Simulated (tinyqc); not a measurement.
Surface orientation: inversion layer as a triangular well, valleys of the Ge type.

Four ellipsoidal valleys (eight halves) with their long axes along <111>, mass ml along the axis and mt across it. For a valley whose axis makes the angle theta with the surface normal, 1/m_z = cos^2(theta)/ml + sin^2(theta)/mt sets the confinement; in the plane the masses are m_1 = mt and m_2 = ml mt/m_z, and m_d = sqrt(m_1 m_2). The Gamma and Delta valleys are left out; the heavy Delta valleys, about 0.18 eV up, can lie lowest under strong confinement.

The field is taken as constant, e F = 4 pi (e^2/4 pi eps0)(Nd + eta Ns)/eps, with 1e12/cm^2 = 1e-4/angstrom^2, and the oxide as a hard wall at z = 0; c = hbar^2/2m0.

Level j of a valley lies at E_j = a_j (c (e F)^2/m_z)^(1/3) above the band edge at the surface, with the Airy zeros a_j = 2.338107, 4.087949, 5.520560, 6.786708, 7.944134, 9.022651, 10.040174, 11.008524, 11.936016, 12.828777, and has <z> = 2 E_j/(3 e F).

Subband i holds n_i = g m_d/(2 pi c) kB T ln(1 + exp((EF - E_i)/kB T)) (spin included), and EF is fixed by sum n_i = Ns over the levels listed or, where none are listed, over j = 0 to 9 of each group; 1e12/cm^2 = 1e-4/angstrom^2.

Constants: hbar^2/2m0 = 3.80998211 eV angstrom^2; e^2/(4 pi eps0) = 14.39964547 eV angstrom; kB = 8.617333262e-05 eV/K.

Parameters, chosen for this exercise (near those of Ge; the results hold for these values, not for the real material): ml = 1.621 m0 (longitudinal mass); mt = 0.083 m0 (transverse mass); eps = 16.3 (dielectric constant); Nd = 1.5 x 1e12/cm^2 (depletion charge); eta = 0.5 (share of Ns in the effective field); Ns = 11 x 1e12/cm^2 (electron sheet density); T = 150 K (temperature).

The same densities on four faces. m_c is the conductivity mass averaged over directions in the plane: 1/m_c = sum n_i (1/m_1 + 1/m_2)/2 / Ns.

Results:
```
face   valleys of lowest  lowest E (eV)  EF (eV)  share of lowest (%)  <z> (angstrom)  m_c (m0)
(100)                  4         0.2893   0.3084                100.0            24.8     0.154
(110)                  2         0.2353   0.2930                 97.8            20.4     0.146
(111)                  1         0.1220   0.2993                 55.9            15.3     0.088
(211)                  1         0.1770   0.3045                 70.3            18.5     0.132
```

The lowest level is deepest on (111), where a valley axis lies closest to the normal, and the lightest conductivity mass is on (111) (0.088 m0, against 0.154 m0 on (100)). EF, counted from the band edge at the surface, is lowest on (110) and spans 15 meV.

Run: tinyqc, `OMP_NUM_THREADS=1 python tinyqc.py 1250176 1250177 out.jsonl`; Intel(R) Xeon(R) Processor @ 2.30GHz, one thread, shared host; about 0.02 s of CPU time with all checks.
